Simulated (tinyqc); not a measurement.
LDA (VWN5) atom on a uniform radial grid, spin-unpolarised, for Li+, step by step. Computed by tinyqc, a small Python program that keeps every step. Settings: Z = 3, points = 128, R = 5.2, functional = lda,vwn, mixing = 0.2, iteration cap = 76. Command: `OMP_NUM_THREADS=1 python tinyqc.py 24672 24673 out.jsonl` (the two numbers bound the seeds that draw the settings). One thread of a shared host (Intel(R) Xeon(R) Processor @ 2.60GHz), about 0.2 s of CPU time with the checks.

Spherical atom on a uniform radial grid r_j = j h with h = R/(N + 1), h sum u^2 = 1 and integrals as h times sums, u(0) = u(R) = 0 (atomic units):
```
parameter           value
Z                       3
points N              128
R                5.200000
h                0.040310
mixing           0.200000
electrons in 1s         2
```

Three-point differences turn -u''/2 + [l(l+1)/2r^2 - Z/r + V] u = e u into a tridiagonal matrix (diagonal 1/h^2 + potential, off-diagonal -1/2h^2). D = sum f u^2; the Hartree potential y/r solves y'' = -D/r with y(0) = 0, y(R) = N_e; v_xc comes from rho = D/(4 pi r^2); E = sum f e - int D V + int D (V_H/2 + eps_xc); V(new) = V + mixing (V_H + v_xc - V).

Stop when input and output potentials agree to 1e-7.

Course of the cycle (hartree):
```
iteration          E    e(1s)  largest |V(out) - V(in)|
1          -6.968766  -4.4837                  3.56e+00
2          -7.022039  -3.9675                  2.75e+00
3          -7.056501  -3.5678                  2.11e+00
4          -7.078369  -3.2582                  1.63e+00
5          -7.092007  -3.0182                  1.25e+00
6          -7.100384  -2.8320                  9.59e-01
7          -7.105462  -2.6875                  7.36e-01
8          -7.108508  -2.5753                  5.64e-01
9          -7.110318  -2.4880                  4.32e-01
10         -7.111385  -2.4202                  3.32e-01
11         -7.112012  -2.3673                  2.55e-01
...              ...      ...                       ...
64         -7.112885  -2.1789                  9.46e-07
65         -7.112885  -2.1789                  7.54e-07
66         -7.112885  -2.1789                  6.02e-07
67         -7.112885  -2.1789                  4.80e-07
68         -7.112885  -2.1789                  3.83e-07
69         -7.112885  -2.1789                  3.05e-07
70         -7.112885  -2.1789                  2.44e-07
71         -7.112885  -2.1789                  1.94e-07
72         -7.112885  -2.1789                  1.55e-07
73         -7.112885  -2.1789                  1.24e-07
74         -7.112885  -2.1789                  9.87e-08
```

Can the last value be used, and what does the course show?

As the converged value on this grid, yes; not as the energy of the atom. Converged in 74 iterations. A uniform grid resolves the cusp poorly: for a bare nucleus this grid gives 1s at -4.48367 against -Z^2/2 = -4.5 hartree. Before convergence this energy mixes input and output and is not variational, so it may rise towards its limit.
